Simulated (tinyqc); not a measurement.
Worked calculation: valley splitting of a silicon quantum well in envelope theory. Values are carried at full precision from step to step, so a last printed digit may differ when a step is redone from the rounded ones.

Constants: hbar^2/2m0 = 3.80998211 eV angstrom^2; kB = 8.617333262e-05 eV/K.

Values chosen for the exercise (near those of a strained Si well in SiGe; shifted at random, so the results belong to these values and not to a real crystal): k0 = 0.832 2 pi/a (valley position); a = 5.431 angstrom (lattice constant); ml = 0.924 m0 (mass along z); F = 13.5 mV/nm (field pressing towards the upper interface); w = 0.4 angstrom (interface width parameter); L = 48 angstrom (well width); V0 = 0.22 eV (conduction offset); C0 = 0.265 (Bloch overlap factor); Yb = 0.34 (Ge share of the barrier); Yw = 0 (Ge share of the well); ad = 170 angstrom (dot radius).

## Wave number and lengths

q = 2 k0 (2 pi/a), its wavelength, the field length (c/(ml e F))^(1/3) with c = hbar^2/2m0 and 1 mV/nm = 1e-4 eV/angstrom, and the damping factor y/sinh(y), y = pi q w, of a step smoothed as 1/(1 + exp(z/w)).

q = 1.9251 1/angstrom
wavelength = 3.264 angstrom
field length = 14.5 angstrom
damping factor = 0.434

## The envelope

The well lies at 0 < z < L; U(z) = V0 [1/(1 + exp(z/w)) + 1/(1 + exp((L - z)/w))] - e F z, 1 mV/nm = 1e-4 eV/angstrom. The envelope psi solves -(c/ml) psi'' + U psi = E psi, c = hbar^2/2m0, by three-point differences on a grid of 0.1 angstrom from -40 to L + 40 angstrom. The two valleys at +/- k0 couple through D = C0 times the integral of exp(-i q z) U(z) psi^2, q = 2 k0 (2 pi/a), and split by Ev = 2|D|.

Two lowest levels, mean position, and psi^2 at both interfaces.

levels (meV): -24.49  18.89

<z> = 30.8 angstrom
psi^2 at z = 0 and L (1/angstrom): 0.000333  0.00632

The field makes psi^2 at the upper interface 19 times that at the lower one. The orbital spacing is 43.4 meV.

## Contributions to the coupling

Split D into the lower barrier, the upper barrier and the field term.

Parts of D (micro-eV):
```
part             real  imaginary    size
lower barrier   2.545      3.672   4.468
upper barrier  60.084     59.708  84.707
field term      0.448      0.616   0.762
```

## Valley splitting and phase

The inter-valley coupling D is the sum of the complex parts; Ev = 2|D|, the valley phase is arg D, and kB T equals Ev at T = Ev/kB.

Ev = 180 micro-eV
phase = 0.79 rad
T = 2.1 K

The upper barrier gives the largest part.

## Alloy disorder

Random alloy: with Y(z) = Yw + (Yb - Yw) B(z), B the bracket in U, and in-plane density exp(-r^2/ad^2)/(pi ad^2), D gains a random complex part of variance sigma^2 = (C0^2/pi)(a^2 V0/(8 ad (Yb - Yw)))^2 (4/a) times the integral of psi^4 Y (1 - Y). Alone it gives a mean splitting sqrt(pi) sigma; together with the smooth part the rms splitting is 2 sqrt(|D|^2 + sigma^2).

Give the integral, sigma, the mean splitting from disorder alone and the rms total.

integral = 1.51e-05 1/angstrom
sigma = 7.0 micro-eV
sqrt(pi) sigma = 12.4 micro-eV
rms splitting = 180.3 micro-eV

|D|/sigma = 12.85: the smooth part dominates, and the splitting scatters from dot to dot by about sqrt2 sigma, 5 % of Ev; this needs interfaces sharper than most grown wells have.

## Checks

- Lowest level for sharp walls and no field against the square well, meV: both 12.6.
- Size of one barrier part in that case against C0 V0 psi(0)^2/sqrt(q^2 + 4 kappa^2), micro-eV: 59 against 60.

Run: tinyqc, `OMP_NUM_THREADS=1 python tinyqc.py 1280787 1280788 out.jsonl`; Intel(R) Xeon(R) Processor @ 2.30GHz, one thread, shared host; about 0.06 s of CPU time with all checks.
